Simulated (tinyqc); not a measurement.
From one set of inputs to another, one input at a time: sputter depth profiling of a dopant layer: erosion rate, quantification and the mixing-roughness response. Computed by tinyqc, a small Python program. Command: `OMP_NUM_THREADS=1 python tinyqc.py 3006714 3006715 out.jsonl sims ladder`. One thread of a shared host (Intel(R) Xeon(R) Processor @ 2.30GHz), about 0.06 s of CPU time with the checks.

A rastered ion beam erodes silicon (49.94 atoms per nm^3). The measured profile is the true one convolved with a depth response.

The inputs printed are set A. Inputs not listed in the table keep their values of set A, so the rows need not describe a real material.

Inputs (values chosen for the exercise, modelled on a dopant in silicon under an oxygen or caesium beam):

| quantity | value | unit |
|---|---|---|
| beam energy E | 0.77 | keV |
| beam current | 63 | nA |
| raster side | 500 | um |
| sputter yield at 1 keV | 1.4 | - |
| mixing length at 1 keV | 1.6 | nm |
| roughness sigma | 1.3 | nm |
| depth of the layer z0 | 38 | nm |
| sheet density Q | 1.7e+13 | 1/cm^2 |
| relative sensitivity factor RSF | 4.6e+20 | 1/cm^3 |
| matrix count rate | 1.5e+06 | 1/s |
| background count rate | 0.42 | 1/s |
| counting time per point | 0.5 | s |
| level that defines the junction C_B | 9e+17 | 1/cm^3 |

True profile: delta layer.

Constants: e = 1.602176634e-19 C.

Method:
- Scaling chosen for the exercise: yield Y = Y1 E^0.5, mixing length w = w1 E^0.5 (E in keV).
- Erosion rate = Y I/(e x raster^2 x density); depth step = rate x counting time; concentration = RSF x counts/matrix counts; detection limit = RSF x 3 sqrt(background x time)/(matrix rate x time).
- Mixing alone turns a layer at z0 into (1/w) exp(-(z - z0 + w)/w) for z > z0 - w; roughness adds a Gaussian of width sigma. With x = z - z0 + w: g(x) = (1/(2w)) exp(sigma^2/(2 w^2) - x/w) erfc((sigma/w - x/sigma)/sqrt2), and its integral G(x) = (1/2) erfc(-x/(sigma sqrt2)) - w g(x). Measured: Q g(x), 1 nm = 1e-7 cm.
- Find the maximum, the full width at half maximum and the deep point where the profile falls to C_B; far down, the trailing edge decays by w ln(10) per decade.
- Convolution adds means and variances: the response has mean 0 (shift -w plus exponential mean w) and variance w^2 + sigma^2; a delta layer adds none.

Each row keeps all changes above it:

| input moved | from | to | full width at half maximum (nm) | apparent junction depth (nm) | standard deviation (nm) |
|---|---|---|---|---|---|
| set A | - | - | 3.8294 | 44.080 | 1.9134 |
| roughness sigma (nm) | 1.3 | 0.33 | 1.7191 | 43.517 | 1.4423 |
| beam current (nA) | 63 | 200 | 1.7191 | 43.517 | 1.4423 |
| level that defines the junction C_B (1/cm^3) | 9e+17 | 5e+17 | 1.7191 | 44.342 | 1.4423 |
| mixing length at 1 keV (nm) | 1.6 | 2.2 | 2.1015 | 46.081 | 1.9585 |
| beam energy E (keV) | 0.77 | 1.3 | 2.5196 | 47.828 | 2.5300 |
| sheet density Q (1/cm^2) | 1.7e+13 | 1.5e+14 | 2.5196 | 53.290 | 2.5300 |

Where does the difference come from?

Full width at half maximum goes from 3.83 to 2.52, a factor 0.658 in all. The largest single move comes from roughness sigma (a factor 0.449), and mixing length at 1 keV works against it (a factor 1.22). Apparent junction depth goes from 44.1 to 53.3, a factor 1.21 in all. The largest single move comes from sheet density Q (a factor 1.11), and roughness sigma works against it (a factor 0.9872). Standard deviation goes from 1.91 to 2.53, a factor 1.32 in all. The largest single move comes from mixing length at 1 keV (a factor 1.36), and roughness sigma works against it (a factor 0.754). The single moves hold for this order of the switches; the total does not depend on the order.

Extremes, crossings and ranges named in words are read from the listed rows.
